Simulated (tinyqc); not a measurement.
Frequency dispersion of an accumulation capacitance by border traps, distributed model: one step of the calculation.

Traps spread evenly through the insulator exchange electrons with the semiconductor by tunnelling, with tau(x) = t0 exp(2 ka x) at depth x from the interface. The admittance per area Y seen at depth x obeys dY/dx = -Y^2/(i w eps0 eox) + q Nb ln(1 + i w tau)/tau, with Y(0) = i w Cs and w = 2 pi f; the gate sees Y(tox) = G + i w C. Working variable y = Y/(i w), in uF/cm^2. Cox = eps0 eox/tox.

Problem. Capacitance and conductance at the gate. Beyond xe the traps are ignored, so 1/y(tox) = 1/y(xe) + (tox - xe)/(eps0 eox); C = Re y, G/w = -Im y, loss tangent G/(w C).

Parameters, values chosen for the exercise; permittivity close to that of aluminium oxide:
- eox = 8.74 (relative permittivity of the insulator)
- tox = 8.4 nm (insulator thickness)
- xe = 2 nm (depth down to which the steps are taken)

Constants: eps0 = 8.8541878128e-14 F/cm where lengths are in cm. Results are converted to the units shown.

y at xe = 1.6395241-0.1131348i uF/cm^2

Wanted: y at the gate; C; G/w; loss tangent.

Solution.

y at the gate = 0.69672-0.02035i uF/cm^2
C = 0.69672 uF/cm^2
G/w = 0.020351 uF/cm^2
loss tangent = 0.029210

Computed by the program tinyqc: `OMP_NUM_THREADS=1 python tinyqc.py 2202021 2202022 out.jsonl`, one thread of a shared Intel Xeon 2.30GHz, about 0.5 s for the whole run.
